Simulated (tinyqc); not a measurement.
From results to parameters: two-site tight-binding chain. Computed by the program tinyqc.

Problem. A two-site chain has site energies +delta (A) and -delta (B) and hoppings t1 > t2 > 0, so E = +/- sqrt(delta^2 + |t1 + t2 exp(-ika)|^2). Find delta, t1 and t2.

upper band at k = 0 = 3.673486 eV
upper band at the zone edge = 0.786448 eV
weight of the upper band on site A at the zone edge = 0.601723

Solution. The weight on A is (1 + delta/E)/2, which gives delta; then t1 + t2 = sqrt(E(0)^2 - delta^2) and t1 - t2 = sqrt(E(edge)^2 - delta^2).

delta, t1, t2 (eV): 0.1600  2.2200  1.4500
